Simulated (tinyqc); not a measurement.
Carrier lifetime from Shockley-Read-Hall, radiative, Auger and surface recombination: one step, computed by the program tinyqc. Command: `OMP_NUM_THREADS=1 python tinyqc.py 3029610 3029611 out.jsonl lifetime walk`. One thread of a shared host (Intel(R) Xeon(R) Processor @ 2.30GHz), about 0.02 s of CPU time with the checks.

Energies are counted from the top of the valence band. Boltzmann statistics, full ionisation, and equal excess densities of electrons and holes.

Question. Capture times and SRH densities. v = sqrt(3 k_B T/m) with m_e or m_h; tau_n0 = 1/(sigma_n v_n N_t), tau_p0 = 1/(sigma_p v_p N_t); n1 = N_c exp(-(E_g - E_t)/k_B T), p1 = N_v exp(-E_t/k_B T).

Inputs (values chosen for the exercise, with bands modelled on CdS):
```
quantity                          value   unit
gap E_g                            2.52     eV
electron mass m_e                 0.197    m_0
hole mass m_h                     0.804    m_0
temperature T                       350      K
trap level E_t                     1.41     eV
trap density N_t                1.9e+11  cm^-3
electron cross-section sigma_n  1.4e-15   cm^2
hole cross-section sigma_p      2.1e-14   cm^2
```

Doping: n-type. Surface term: none.

N_c = 2.764977e+18 cm^-3

N_v = 2.279692e+19 cm^-3

Constants: k_B = 1.380649e-23 J/K; m_0 = 9.1093837015e-31 kg; k_B = 8.617333262e-05 eV/K.

Give: v_n; v_p; tau_n0; tau_p0; n1; p1.

Answer.

v_n = 2.842e+07 cm/s

v_p = 1.407e+07 cm/s

tau_n0 = 1.323e-04 s

tau_p0 = 1.781e-05 s

n1 = 287.3 cm^-3

p1 = 0.1134 cm^-3
